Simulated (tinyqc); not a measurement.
Kissinger analysis: growth of a silicide layer between metal and silicon: linear-parabolic kinetics, ramp anneals and Kissinger analysis. Computed by tinyqc, a small Python program. Command: `OMP_NUM_THREADS=1 python tinyqc.py 3000008 3000009 out.jsonl silicide walk`. One thread of a shared host (Intel(R) Xeon(R) Processor @ 2.30GHz), about 0.2 s of CPU time with the checks.

One compound layer of thickness x grows by diffusion through itself and reaction at an interface, dx/dt = 1/(2x/K + 1/v), until the metal is used up at x = a h.

Inputs (values chosen for the exercise, modelled on NiSi):

| quantity | value | unit |
|---|---|---|
| metal thickness h | 8.1 | nm |
| silicide formed per metal thickness a | 2.2 | - |
| prefactor of the parabolic constant K | 4.7e+13 | nm^2/s |
| activation energy E of K | 1.71 | eV |
| prefactor of the interface velocity v | 4.4e+14 | nm/s |
| activation energy E_v | 1.88 | eV |

Constants: k_B = 8.617333262e-05 eV/K.

Method:
- The silicide ends at the thickness a h.
- K = K0 exp(-E/(k_B T)), v = v0 exp(-E_v/(k_B T)).
- Temperatures in kelvin are T(C) + 273.15.
- Ramp from x = 0 at 100 C at the rate beta: dx/dT = (1/beta)/(2x/K + 1/v), integrated adaptively (tolerance 1e-9) until x = a h at T_f.
- Plot ln(beta/T_f^2) against 1/(k_B T_f), T_f in kelvin; minus the least-squares slope estimates the activation energy.

final thickness = 17.82 nm

Ramps:

| beta (C/s) | T_f (C) | 1/(k_B T_f) (1/eV) | ln(beta/T_f^2) |
|---|---|---|---|
| 0.03 | 347.40 | 18.700 | -16.368 |
| 0.1 | 369.92 | 18.046 | -15.235 |
| 0.3 | 391.92 | 17.449 | -14.204 |
| 1 | 417.79 | 16.795 | -13.076 |
| 3 | 443.19 | 16.200 | -12.050 |
| 10 | 473.21 | 15.548 | -10.928 |
| 30 | 502.83 | 14.955 | -9.907 |

Kissinger energy = 1.7249 eV

What follows from these numbers?

A thousandfold faster ramp raises the completion temperature by only 155 C. The fit gives 1.725 eV, against E = 1.71 eV for diffusion and E_v = 1.88 eV for the interface: diffusion controls. Caution: nucleation and competing phases are left out; disilicides such as CoSi2 and the low-resistance form of TiSi2 start by nucleation and follow this law at best in part.

Extremes, crossings and ranges named in words are read from the listed rows.
